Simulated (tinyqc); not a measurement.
Global model of a low-pressure process discharge: electron temperature, density, ion flux and ion energy. From one set of inputs to another, one input at a time. Computed by tinyqc, a small Python program. Command: `OMP_NUM_THREADS=1 python tinyqc.py 3111708 3111709 out.jsonl plasma ladder`. One thread of a shared host (Intel(R) Xeon(R) Processor @ 2.30GHz), about 0.01 s of CPU time with the checks.

Maxwellian electrons with temperature T_e in eV, one positive ion, no negative ions, uniform bulk density n; rate constants have the Arrhenius form.

The inputs printed are set A. Inputs not listed in the table keep their values of set A, so the rows need not describe a real material.

Inputs (values chosen for the exercise, of the order of those of an inductive discharge in a simple atomic gas):
```
quantity                          value   unit
ion mass M                           28      u
ionisation prefactor K0         5.8e-14  m^3/s
ionisation energy E_iz             15.7     eV
excitation prefactor X0         1.4e-14  m^3/s
excitation energy E_ex             11.5     eV
elastic rate constant K_el        5e-14  m^3/s
ion-neutral cross section       6.8e-19    m^2
pressure p                         0.37     Pa
gas temperature T_g                 500      K
radius R                             16     cm
height L                            5.1     cm
absorbed power P                    280      W
bias power P_b                       21      W
radius of the biased electrode      7.5     cm
bias frequency                    13.56    MHz
```

Constants: k_B = 1.380649e-23 J/K; e = 1.602176634e-19 C; u = 1.6605390666e-27 kg; m_0 = 9.1093837015e-31 kg; eps_0 = 8.8541878128e-12 F/m.

Method:
- n_g = p/(k_B T_g); lambda_i = 1/(n_g sigma); h_L = 0.86/sqrt(3 + L/(2 lambda_i)), h_R = 0.8/sqrt(4 + R/lambda_i); A_eff = 2 pi R^2 h_L + 2 pi R L h_R; d_eff = pi R^2 L/A_eff.
- Particle balance: K0 exp(-E_iz/T_e) n_g d_eff = u_B, u_B = sqrt(e T_e/M).
- Root found by bracketing.
- E_c = E_iz + (X0 exp(-E_ex/T_e) E_ex + K_el (3 m_0/M) T_e)/K_iz; wall potential V_s = (T_e/2) ln(M/(2 pi m_0)); E_T = E_c + 2 T_e + T_e/2 + V_s; n = P/(e u_B A_eff E_T); ion current density J = e h_L n u_B; ionised share n/n_g.
- All bias power goes to ions: V_b = P_b/(J pi r^2). Debye length at the sheath edge lambda_D = sqrt(eps_0 T_e/(e h_L n)); Child-law sheath s = (sqrt2/3) lambda_D (2 V/T_e)^(3/4), V = V_b + V_s; ion transit time tau_i = 3 s sqrt(M/(2 e V)); collisions in the sheath s/lambda_i.

Each row keeps all changes above it:
```
input moved                         from       to  plasma density n (1/cm^3)  bias voltage V_b (V)  sheath width s (mm)
set A                                  -        -                 1.0413e+11                 42.90               0.4269
absorbed power P (W)                 280      120                 4.4629e+10                100.10               1.0644
ionisation prefactor K0 (m^3/s)  5.8e-14  5.2e-14                 4.2539e+10                103.20               1.1064
ionisation energy E_iz (eV)         15.7     16.5                 3.8741e+10                110.09               1.1984
pressure p (Pa)                     0.37      1.9                 7.7588e+10                 99.00               1.0086
height L (cm)                        5.1       14                 8.2913e+10                145.97               1.5774
bias power P_b (W)                    21       33                 8.2913e+10                229.39               2.1726
excitation prefactor X0 (m^3/s)  1.4e-14  2.6e-14                 6.0442e+10                314.67               3.1962
```

Where does the difference come from?

Plasma density n goes from 1.04e11 to 6.04e10, a factor 0.580 in all. The largest single move comes from absorbed power P (a factor 0.429), and pressure p works against it (a factor 2.00). Bias voltage V_b goes from 42.9 to 315, a factor 7.33 in all. The largest single move comes from absorbed power P (a factor 2.33), and pressure p works against it (a factor 0.899). Sheath width s goes from 0.427 to 3.20, a factor 7.49 in all. The largest single move comes from absorbed power P (a factor 2.49), and pressure p works against it (a factor 0.842). The single moves hold for this order of the switches; the total does not depend on the order.

Extremes, crossings and ranges named in words are read from the listed rows.
